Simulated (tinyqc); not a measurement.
Inside a calculation. Model: critical temperature from a phonon spectrum: McMillan, Allen-Dynes and the linearised Eliashberg equation. Computed by tinyqc, a small Python program that keeps every step. Command: `OMP_NUM_THREADS=1 python tinyqc.py 3010190 3010191 out.jsonl eliashberg walk`. One thread of a shared host (Intel(R) Xeon(R) Processor @ 2.30GHz), about 0.01 s of CPU time with the checks. Intermediate numbers are printed to about 6 digits and carried at full precision; extremes and crossings named in words are read from the listed rows.

alpha^2 F(omega) = sum_i (lambda_i omega_i/2) delta(omega - omega_i), so that lambda = 2 int alpha^2 F/omega d omega = sum_i lambda_i.

Inputs (values chosen for the exercise, for a model metal): peak energy omega_1 = 7.6 meV; coupling lambda_1 = 0.488; peak energy omega_2 = 14 meV; coupling lambda_2 = 1.32; Coulomb pseudopotential mu* = 0.12; trial temperature = 9.24 K; Matsubara points N in the small matrix = 5.

Peaks in alpha^2 F: two.

Constants: k_B = 8.617333262e-05 eV/K.

## Moments of the spectrum

omega_log = exp(sum lambda_i ln omega_i / lambda); omega_rms = sqrt(sum lambda_i omega_i^2 / lambda).

lambda = 1.808

omega_log = 11.8718 meV

omega_rms = 12.5971 meV

## McMillan and Allen-Dynes

McMillan form: k_B T_c = (omega_log/1.2) exp[-1.04 (1 + lambda)/(lambda - mu* (1 + 0.62 lambda))]. Allen-Dynes multiplies it by f1 f2: f1 = [1 + (lambda/L1)^(3/2)]^(1/3), L1 = 2.46 (1 + 3.8 mu*); f2 = 1 + (omega_rms/omega_log - 1) lambda^2/(lambda^2 + L2^2), L2 = 1.82 (1 + 6.3 mu*) omega_rms/omega_log.

T_c, McMillan form = 17.5208 K

f1 = 1.10756

f2 = 1.01352

T_c, Allen-Dynes = 19.6677 K

The two corrections raise T_c by 12.3 %. Caution: for lambda above about 1.5 the plain McMillan form saturates and falls short.

## The small kernel at the trial temperature

Linearised Eliashberg equation at omega_n = (2n + 1) pi k_B T, n = 0..N-1: lambda(j) = sum_i lambda_i omega_i^2/(omega_i^2 + (2 pi j k_B T)^2); K_mn = lambda(m - n) + lambda(m + n + 1) - 2 mu*(N) - delta_mn [2m + 1 + lambda(0) + 2 sum_(j=1..m) lambda(j)], with 1/mu*(N) = 1/mu* + ln(omega_rms/omega_N), omega_N = (2N + 1) pi k_B T. T_c is where the largest eigenvalue rho of K is zero.

lambda(j), j = 0, 1, ...: [1.80800, 1.51099, 1.05224, 0.71374, 0.49526, 0.35609, 0.26523, 0.20383, 0.16089, 0.12988]

mu*(N) = 0.132415

K:
```
[[0.2462, 2.2984, 1.5012, 0.9442, 0.5865],
 [2.2984, -5.5731, 1.7414, 1.1435, 0.7141],
 [1.5012, 1.7414, -10.0352, 1.5114, 0.9912],
 [0.9442, 1.1435, 1.5114, -13.6149, 1.4070],
 [0.5865, 0.7141, 0.9912, 1.4070, -16.6794]]
```

## Largest eigenvalue of the small kernel

K is the kernel of the linearised Eliashberg equation on the Matsubara points omega_n = (2n + 1) pi k_B T; T_c is where its largest eigenvalue rho is zero. Diagonalise K; at rho = 0 the eigenvector c is the gap function Delta_n/omega_n up to a factor; away from it Delta_n/Delta_0 = (2n + 1) c_n/c_0 is only an estimate.

largest eigenvalue rho = 1.62133

Delta_n/Delta_0: [1.00000, 1.18705, 1.04530, 0.83074, 0.61144]

rho > 0: in this small matrix the trial temperature lies below T_c.

## Critical temperature from the full kernel

N is the smallest integer at or above 8 omega_max/(2 pi k_B T_AD), omega_max the highest peak and T_AD the Allen-Dynes value.

N used = 11

T_c, Eliashberg = 19.5316 K

k_B T_c/omega_log = 0.141773

Allen-Dynes/Eliashberg = 1.00697

McMillan/Eliashberg = 0.897048

## Scaling the whole coupling

All lambda_i are multiplied by s. The last column is the large-lambda limit for mu* = 0, k_B T_c = 0.1827 omega_rms sqrt(lambda).

T_c (K):
```
s    lambda  McMillan  Allen-Dynes  Eliashberg  large-lambda limit
0.6  1.0848    9.8827      10.4628     10.1240             27.8171
0.8  1.4464   14.2351      15.5057     15.2226             32.1204
1.0  1.8080   17.5208      19.6677     19.5316             35.9117
1.3  2.3504   21.0752      24.7748     24.9384             40.9457
1.7  3.0736   24.2520      30.2855     30.9213             46.8231
2.3  4.1584   27.2374      37.0060     38.2567             54.4628
3.2  5.7856   29.8215      45.2289     47.2443             64.2408
```

McMillan/Eliashberg runs from 0.98 at lambda = 1.08 to 0.63 at 5.79: the exponential form levels off at large lambda, while the true T_c keeps rising (exponent 0.64 between the last rows, tending to 1/2). Allen-Dynes stays within about 4 % over the table. The last row reaches 74 % of the mu* = 0 limit; with mu* above zero T_c stays below that line at any lambda.

## Isotope exponent

T_c ~ M^(-a). All omega_i scale as M^(-1/2) at fixed lambda, but mu* = mu/(1 + mu ln(E_F/omega)) changes: d mu*/d ln omega = mu*^2. In the McMillan form a = (1/2) [1 - 1.04 (1 + lambda)(1 + 0.62 lambda) mu*^2/(lambda - mu* (1 + 0.62 lambda))^2].

isotope exponent a = 0.481521

The exponent is close to the BCS value 1/2.

Checks made by the program: one-point kernel at mu* = 0: rho = lambda(1) - 1 (relative difference below 1e-10); T_c against the Allen-Dynes fit (relative difference 7e-03).
